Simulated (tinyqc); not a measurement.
p-type polysilicon, carrier trapping at grain boundaries: effect of the doping.

One-dimensional grains of size Lg, uniform ionised doping N, monovalent traps Qt at each boundary at a depth Et below (for electrons) or above (for holes) the band edge there, abrupt depletion of width W on each side of a boundary, Boltzmann statistics. xi is the distance from the band edge at the grain centre to the Fermi level. Trapped charge Qt/(1 + exp((xi + VB - Et)/Vt)) = 2 N W, barrier VB = q N W^2/(2 eps0 eps_r).

If the trap equation with xi = Vt ln(NB/N) has a root W < Lg/2, the grain is partly depleted; otherwise W = Lg/2 and the trap equation gives xi = Et - VB + Vt ln(Qt/(N Lg) - 1). N* = Qt/Lg. n0 = NB exp(-xi/Vt); mean density n0 (1 - 2 W/Lg) by charge balance in a partly depleted grain, and n0 (sqrt(pi)/2) erf(u)/u with u = sqrt(VB/Vt) in a fully depleted one; v = sqrt(kB T/(2 pi ms m0)); barrier resistivity Vt exp(VB/Vt)/(q fe n0 v Lg); grain resistivity (1 - 2 W/Lg)/(q n0 mug); effective mobility 1/(q mean density total resistivity). Rows with xi above 0.45 V, towards mid-gap, are left out, since the other carrier type is ignored.

Inputs (values chosen for the exercise); values of the order met in polycrystalline silicon:
```
symbol,value,unit,meaning
T,350,K,temperature
eps_r,11.7,,relative permittivity
NB,3.34e19,cm^-3,valence-band density of states at T
Lg,110,nm,grain size
Qt,1.3e12,cm^-2,trap density of a grain boundary
Et,0.42,eV,depth of the trap level from the majority band edge at the boundary
ms,0.41,m0,mass for thermionic emission
fe,0.5,,correction factor of the emission rate
mug,51,cm^2/(V s),mobility inside the grains
```

Constants: q = 1.602176634e-19 C, kB = 1.380649e-23 J/K, m0 = 9.1093837015e-31 kg, Vt = kB T/q, eps0 = 8.8541878128e-14 F/cm where lengths are in cm. Results are converted to the units shown.

Effect of the doping:
columns A: N (cm^-3); B: N/N*; C: depleted share 2 W/Lg; D: VB (V); E: xi (V); F: mean density (cm^-3); G: resistivity (ohm cm); H: effective mobility (cm^2/(V s))
```
A            B        C         D        E         F        G      H
2.6e16  0.2200    1.000   0.06082   0.3974  3.780e13    893.7  184.8
5.5e16  0.4654    1.000    0.1287   0.2955  7.932e14    289.6  27.17
1.2e17   1.015   0.8388    0.1975   0.1698  1.934e16    44.05  7.326
2.4e17   2.031   0.4874    0.1334   0.1489  1.230e17    2.876  17.64
5.1e17   4.315   0.2316   0.06400   0.1261  3.919e17   0.3078  51.74
1.1e18   9.308   0.1074   0.02970   0.1029  9.818e17   0.1177  54.03
2.2e18   18.62  0.05372   0.01485  0.08204  2.082e18  0.05825  51.47
4.7e18   39.77  0.02514  0.006951  0.05914  4.582e18  0.02740  49.71
```

What does the comparison show, and why?

As N goes from 2.6e16 to 4.7e18, VB goes from 0.0608 through a maximum of 0.198 (at N = 1.2e17 among the rows listed) to 0.00695 V, the resistivity falls from 894 to 0.0274 ohm cm and the effective mobility moves up and down between 7.33 and 185 cm^2/(V s). The steepest fall of the resistivity among the rows, as N^(-3.9), lies between N = 1.2e17 and 2.4e17 cm^-3; N* = 1.18e17 cm^-3. While the grain is fully depleted VB grows as N; once the traps are full it falls as 1/N. For N = 4.7e18 xi is under 2.5 Vt, where Boltzmann statistics begin to fail. For N = 1.1e18, 2.2e18, 4.7e18 VB is below Vt, where abrupt depletion and thermionic emission are rough. For N = 1.2e17 the grain is near the changeover between partial and full depletion, within a few Debye lengths, where both limits are rough. For N = 2.6e16, 5.1e17, 1.1e18, 2.2e18 the effective mobility exceeds mug, since drift through the depleted part of the grain is left out.

Computed by the program tinyqc: `OMP_NUM_THREADS=1 python tinyqc.py 2830222 2830223 out.jsonl`, one thread of a shared Intel Xeon 2.30GHz, about 0.01 s for the whole run.
